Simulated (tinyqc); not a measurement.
What moves the results: band gaps under pressure and temperature from deformation potentials. A value that a table varies takes the place of the one given here.

Murnaghan: V/V0 = (1 + Bp P/B0)^(-1/Bp), B0 = (C11 + 2 C12)/3. Each gap moves by a ln(V/V0) with its volume potential a, and falls with temperature by aV T^2/(T + bV) (Varshni); the two effects are added. No change of phase is considered.

Constants: hc = 1239.841984 eV nm.

Parameters, chosen for this exercise (near those of GaSb, the X and L potentials typical of such crystals; the results hold for these values, not for the real material):

| symbol | value | unit | meaning |
|---|---|---|---|
| Eg | 0.817 | eV | gap at Gamma to the s-like level at 0 K, 0 GPa |
| EgX | 1.131 | eV | gap to X at 0 K, 0 GPa |
| EgL | 0.863 | eV | gap to L at 0 K, 0 GPa |
| C11 | 89.9 | GPa |  |
| C12 | 39.8 | GPa |  |
| Bp | 3.93 |  | pressure derivative of the bulk modulus |
| aG | -8.34 | eV | volume potential of the Gamma gap |
| aX | 1.96 | eV | volume potential of the X gap |
| aL | -3.61 | eV | volume potential of the L gap |
| aV | (0.428, 0.482, 0.575) | meV/K | Varshni alpha of Gamma, X, L |
| bV | (148, 92, 147) | K | Varshni beta of Gamma, X, L |
| T | 300 | K | temperature |
| P | 4.3 | GPa | pressure |

## Gaps against pressure

The last column is the linear form E0 + c1 P for Gamma, c1 = -aG/B0.

Gaps (eV):

| P (GPa) | ln(V/V0) | Gamma | X | L | lowest | Gamma, linear |
|---|---|---|---|---|---|---|
| 0.00 | 0.0000 | 0.731 | 1.020 | 0.747 | Gamma | 0.731 |
| 1.00 | -0.0171 | 0.874 | 0.987 | 0.809 | L | 0.879 |
| 2.00 | -0.0331 | 1.007 | 0.955 | 0.867 | L | 1.026 |
| 3.00 | -0.0482 | 1.133 | 0.926 | 0.921 | L | 1.174 |
| 4.00 | -0.0625 | 1.252 | 0.898 | 0.973 | X | 1.321 |
| 5.00 | -0.0759 | 1.364 | 0.871 | 1.021 | X | 1.469 |
| 6.00 | -0.0887 | 1.471 | 0.846 | 1.068 | X | 1.617 |
| 7.00 | -0.1009 | 1.573 | 0.822 | 1.112 | X | 1.764 |
| 8.00 | -0.1126 | 1.670 | 0.800 | 1.154 | X | 1.912 |

What can be read from the table?

Over 8 GPa Gamma moves by +0.939, L by +0.406 and X by -0.221 eV. The lowest valley changes: Gamma to L between 0.00 and 1.00 GPa, L to X between 3.00 and 4.00 GPa, and the fundamental gap peaks at 0.921 eV on these points. The linear form overshoots by 242 meV at the end, because the crystal stiffens; the gap is linear in ln V, not in P. Rows above about 7 GPa lie beyond the phase change of the real crystal.

## Gaps against temperature

At the pressure P; wavelength hc/E of the lowest gap.

Gaps (eV):

| T (K) | Gamma | X | L | lowest | wavelength (nm) |
|---|---|---|---|---|---|
| 0 | 1.3723 | 1.0005 | 1.1034 | X | 1239.2 |
| 50 | 1.3669 | 0.9920 | 1.0961 | X | 1249.8 |
| 100 | 1.3550 | 0.9754 | 1.0801 | X | 1271.1 |
| 200 | 1.3231 | 0.9345 | 1.0371 | X | 1326.8 |
| 300 | 1.2863 | 0.8898 | 0.9876 | X | 1393.3 |
| 400 | 1.2473 | 0.8438 | 0.9352 | X | 1469.4 |
| 500 | 1.2072 | 0.7970 | 0.8812 | X | 1555.7 |
| 600 | 1.1663 | 0.7497 | 0.8263 | X | 1653.7 |

What does this show?

From 0 to 100 K the Gamma gap falls by 17.3 meV, from 500 to 600 K by 40.9 meV: quadratic below bV, linear with a slope tending to aV = 0.428 meV/K above. X stays lowest. A pressure of 0.58 GPa, with the slope -aG/B0 at zero pressure, would undo the fall of the Gamma gap from 0 to 300 K.

## What each parameter does

Gaps at P and T. Each row changes one parameter from the base and keeps the others.

Results:

| case | Gamma (eV) | X (eV) | L (eV) |
|---|---|---|---|
| base | 1.2863 | 0.8898 | 0.9876 |
| T = 350 K | 1.2670 | 0.8669 | 0.9616 |
| C11 = 98.89 GPa | 1.2616 | 0.8957 | 0.9769 |
| C12 = 35.82 GPa | 1.3103 | 0.8842 | 0.9980 |
| Bp = 3.537 | 1.2931 | 0.8882 | 0.9905 |
| aG = -7.506 eV | 1.2308 | 0.8898 | 0.9876 |
| aX = 1.764 eV | 1.2863 | 0.9029 | 0.9876 |
| aL = -3.249 eV | 1.2863 | 0.8898 | 0.9636 |
| P = 4.73 GPa | 1.3346 | 0.8785 | 1.0085 |

What does this show?

The largest shifts from the base row, up to three for each result and ties (the steps differ in size, so this ranks the rows, not the parameters). Gamma (eV): aG -0.0555, P +0.0483, C11 -0.0248; unchanged at the printed digits by aX and aL. X (eV): T -0.0229, aX +0.0131, P -0.0114; unchanged at the printed digits by aG and aL. L (eV): T -0.0260, aL -0.0240, P +0.0209; unchanged at the printed digits by aG and aX.

Computed by tinyqc, a small Python program: `OMP_NUM_THREADS=1 python tinyqc.py 1080513 1080514 out.jsonl` (the numbers bound the seed that draws the inputs); one thread of a shared host (Intel(R) Xeon(R) Processor @ 2.30GHz), about 0.01 s for the whole set of steps.
